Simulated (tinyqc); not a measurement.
What moves the Fermi level: Fermi-Dirac statistics of conduction electrons.

Non-parabolic band E (1 + alpha E) = c k^2/m: n = Nc (2/sqrt(pi)) integral_0^infinity sqrt(x (1 + a x)) (1 + 2 a x) dx/(1 + exp(x - eta)) with a = alpha kT and eta = (EF - Ec)/kT; a = 0 gives n = Nc F_1/2(eta).

Constants: hbar^2/2m0 = 3.80998211 eV angstrom^2; kB = 8.617333262e-05 eV/K.

Parameters, chosen for this exercise (near those of GaAs, lowest valleys alone; the results hold for these values, not for the real material):
- m = 0.067 m0 (density-of-states mass of the conduction band)
- T = 400 K
- n = 1.2e+17 1/cm^3 (electron density)
- alpha = 0.63 1/eV (non-parabolicity)

N = 2 (m kB T/(4 pi c))^(3/2) with c = hbar^2/2m0, in 1/angstrom^3; times 1e24 for 1/cm^3.

One parameter was then changed.

Results before and after:

| case | parabolic EF - Ec (meV) | non-parabolic EF - Ec (meV) |
|---|---|---|
| base | -57.10 | -60.10 |
| changed | -82.08 | -84.95 |

Which of these changes was made? (a) n = 6e+16 1/cm^3; (b) m = 0.0603 m0; (c) T = 375 K; (d) alpha = 0.945 1/eV.

Answer: (a) n = 6e+16 1/cm^3. Of the candidates, run in turn, only this one gives the changed row.

All candidates:

| case | parabolic EF - Ec (meV) | non-parabolic EF - Ec (meV) |
|---|---|---|
| base | -57.10 | -60.10 |
| m = 0.0603 m0 | -51.28 | -54.32 |
| T = 375 K | -50.20 | -52.86 |
| n = 6e+16 1/cm^3 | -82.08 | -84.95 |
| alpha = 0.945 1/eV | -57.10 | -61.54 |

Computed by tinyqc, a small Python program: `OMP_NUM_THREADS=1 python tinyqc.py 1651898 1651899 out.jsonl` (the numbers bound the seed that draws the inputs); one thread of a shared host (Intel(R) Xeon(R) Processor @ 2.30GHz), about 0.01 s for the whole set of steps.
